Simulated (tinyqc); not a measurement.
From one set of inputs to another, one input at a time: nucleation and growth of vacancy voids in a cooling silicon-like crystal. Computed by tinyqc, a small Python program. Command: `OMP_NUM_THREADS=1 python tinyqc.py 3020487 3020488 out.jsonl voids ladder`. One thread of a shared host (Intel(R) Xeon(R) Processor @ 2.30GHz), about 0.2 s of CPU time with the checks.

Spherical voids; vacancies are lost only to voids.

The inputs printed are set A. Inputs not listed in the table keep their values of set A, so the rows need not describe a real material.

Inputs (values chosen for the exercise, for a model crystal):
```
quantity                                    value    unit
vacancy density at the melting point C_m  6.6e+14  1/cm^3
formation energy E_f                         4.04      eV
melting point T_m                            1685       K
diffusion prefactor D0                    0.00063  cm^2/s
migration energy E_m                         0.37      eV
site density rho                            5e+22  1/cm^3
void surface energy gamma                   0.821   J/m^2
cooling rate q                                4.8   K/min
ratio (V/G)/xi_c                             1.98       -
limit of the excess at high V/G           2.3e+14  1/cm^3
temperature of the worked step T             1340       K
temperature step                             0.25       K
```

Vacancy supply: from V/G.

Constants: k_B = 8.617333262e-05 eV/K; k_B = 1.380649e-23 J/K; e = 1.602176634e-19 C.

Method:
- C = C_x (u - 1)/(u + 0.2) with u = (V/G)/xi_c, a form chosen for the exercise.
- C_e = C_m exp[-(E_f/k_B)(1/T - 1/T_m)]; D = D0 exp(-E_m/(k_B T)); f = k_B T ln(C/C_e); r* = 2 gamma/(rho f); W* = 16 pi gamma^3/(3 rho^2 f^2); Z = f/sqrt(12 pi W* k_B T); I = rho Z (4 pi r* D C) exp(-W*/(k_B T)).
- March down from 1500 K in steps dT, dt = dT/q, with values at the upper end of each step: a class of I dt voids is born with r*; then all classes grow by r^2 += 2 D (C - C_e) dt/rho; C falls by the vacancies added to voids. Stop at 1150 K. T_n is the T of the largest I, N the final count (classes under 1e-6 /cm^3 are dropped), and the mean radius the number average.

Each row keeps all changes above it:
```
input moved                                           from       to  void density N (1/cm^3)  mean radius (nm)  W*/(k_B T)
set A                                                    -        -               4.4170e+06            47.860      20.774
cooling rate q (K/min)                                 4.8      9.7               1.2409e+07            33.903      20.774
formation energy E_f (eV)                             4.04     4.29               1.2865e+07            33.502      17.696
diffusion prefactor D0 (cm^2/s)                    0.00063  0.00089               7.7504e+06            39.676      17.696
vacancy density at the melting point C_m (1/cm^3)  6.6e+14  4.3e+14               7.0926e+06            40.876      15.328
void surface energy gamma (J/m^2)                    0.821    0.999               6.8945e+06            41.123      27.615
limit of the excess at high V/G (1/cm^3)           2.3e+14  1.3e+14               1.0332e+07            29.688      33.517
ratio (V/G)/xi_c                                      1.98      1.1               3.6095e+07            10.831      71.355
```

Void density N goes from 4.42e6 to 3.61e7, a factor 8.17 in all. The largest single move comes from ratio (V/G)/xi_c (a factor 3.49), and diffusion prefactor D0 works against it (a factor 0.602). Mean radius goes from 47.9 to 10.8, a factor 0.226 in all. The largest single move comes from ratio (V/G)/xi_c (a factor 0.365), and diffusion prefactor D0 works against it (a factor 1.18). W*/(k_B T) goes from 20.8 to 71.4, a factor 3.43 in all. The largest single move comes from ratio (V/G)/xi_c (a factor 2.13), and formation energy E_f works against it (a factor 0.852). The single moves hold for this order of the switches; the total does not depend on the order.

Caution (rows ratio (V/G)/xi_c): below about 1290 K vacancies bind to oxygen in crucible-grown crystals, which cuts nucleation off; that is left out.

Extremes, crossings and ranges named in words are read from the listed rows.
